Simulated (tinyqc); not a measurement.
# Thermal displacements in the Debye model: Debye-Waller factors, bond-length spread and the Lindemann rule, step by step

A worked calculation. Computed by tinyqc, a small Python program that keeps every step. Command: `OMP_NUM_THREADS=1 python tinyqc.py 3018983 3018984 out.jsonl debyewaller walk`. One thread of a shared host (Intel(R) Xeon(R) Processor @ 2.30GHz), about 0.01 s of CPU time with the checks. Intermediate numbers are printed to about 7 digits and carried at full precision; extremes and crossings named in words are read from the listed rows.

A Debye spectrum with three branches of one velocity, cut at k_B Theta; 8 atoms per cube, nearest neighbours at d = 0.433013 a.

Inputs (values chosen for the exercise, modelled on germanium):
```
quantity                     value        unit
atomic mass M                72.63           u
Debye temperature Theta        275           K
lattice constant a           5.658    angstrom
temperature T                  300           K
Lindemann ratio x_L           0.13           -
gamma-ray energy E            23.9         keV
photoelectron wave number k     11  1/angstrom
```

Structure: diamond.

reflection (h k l): 2  2  0

Constants: hbar^2/u = 4.18015928e-03 eV angstrom^2; k_B = 8.617333262e-05 eV/K; e = 1.602176634e-19 C; u = 1.6605390666e-27 kg; c = 299792458 m/s; hbar = 6.582119569e-16 eV s.

## Mean-square displacement

<u_x^2> = (3 hbar^2/(2 M k_B Theta)) int_0^1 s coth(s Theta/(2T)) ds (64 Gauss-Legendre points); it tends to 3 hbar^2/(4 M k_B Theta) at T = 0 and to 3 hbar^2 T/(M k_B Theta^2) at high T. B = 8 pi^2 <u_x^2>.

<u_x^2> = 0.008132411 angstrom^2

zero-point value = 0.001821514 angstrom^2

classical value = 0.007948424 angstrom^2

B factor = 0.6421095 angstrom^2

The zero-point value is 22.4 % and the classical value 97.7 % of the full result; the two are limits, not parts that add.

## Loss of Bragg intensity

G = 2 pi sqrt(h^2 + k^2 + l^2)/a; the intensity is multiplied by exp(-2W), 2W = G^2 <u_x^2>; the loss goes into thermal diffuse scattering.

|G| = 3.140956 1/angstrom

2W = 0.08023118

intensity factor exp(-2W) = 0.9229030

## Recoil-free fraction

A nucleus of this mass is supposed to emit a gamma ray of the energy chosen: recoil energy E_R = E^2/(2 M c^2), wave number k_g = E/(hbar c), recoil-free fraction f = exp(-k_g^2 <u_x^2>).

recoil energy = 4.221528 meV

k_g = 12.11188 1/angstrom

recoil-free fraction f = 0.3033085

E_R is 0.18 k_B Theta.

## Spread of the bond length

Correlated Debye model: sigma^2 = (3 hbar^2/(M k_B Theta)) int_0^1 s coth(s Theta/(2T)) [1 - sin(s q_D R)/(s q_D R)] ds for two atoms at distance R, q_D = (6 pi^2 n)^(1/3), n atoms per volume; uncorrelated motion would give 2 <u_x^2>. An EXAFS amplitude is damped by exp(-2 k^2 sigma^2).

sigma^2 of the nearest bond = 0.007494357 angstrom^2

correlation 1 - sigma^2/(2 <u_x^2>) = 0.5392291

EXAFS damping = 0.1630604

Neighbours move partly together, which removes 54 % of the uncorrelated spread. Caution: in covalent crystals the stiff bond makes the true nearest-neighbour sigma^2 smaller than this model gives.

## Lindemann melting temperature

Melting is placed where sqrt(3 <u_x^2>) = x_L d; the classical form gives T_m = M k_B Theta^2 (x_L d)^2/(9 hbar^2).

Lindemann T_m = 1274.594 K

classical T_m = 1276.241 K

ratio sqrt(3 <u_x^2>)/d at T = 0.06375389

The rule is empirical: x_L is fitted within a family of like crystals, and T_m goes as its square.

## Displacements against temperature

The correlation is 1 - sigma^2/(2 <u_x^2>); exp(-2W) uses 2W = G^2 <u_x^2>.

Displacements (angstrom^2):
```
T (K)      <u_x^2>     classical  sigma^2 at d  sigma^2 at 2d   exp(-2W)
8.2    0.001832170  2.172569e-04   0.002381720    0.003626388  0.9820869
28     0.001945718  7.418529e-04   0.002398872    0.003679586  0.9809874
55     0.002289098   0.001457211   0.002556845    0.004044200  0.9776698
96     0.003081418   0.002543496   0.003119668    0.005139458  0.9700574
150    0.004333459   0.003974212   0.004152089    0.007016863  0.9581488
220    0.006077981   0.005828844   0.005669323    0.009705979  0.9417994
330    0.008910767   0.008743266   0.008190746     0.01412424  0.9158432
500     0.01335835    0.01324737    0.01219290     0.02109925  0.8765266
600     0.01598942    0.01589685    0.01456964     0.02523348  0.8540673
```

The classical line is within 5 % from T = 220 K (T/Theta = 0.80) on. The correlation of nearest neighbours grows from 0.35 to 0.54, since thermal motion weights long waves, which move neighbours together, more than zero-point motion does; at 2d it ends at 0.21. The reflection keeps 98 % of its intensity at the lowest T and 85 % at the highest.

Checks made by the program: high-temperature series <u^2> = classical x (1 + (Theta/T)^2/36) at T = 5 Theta (relative difference 4e-07).
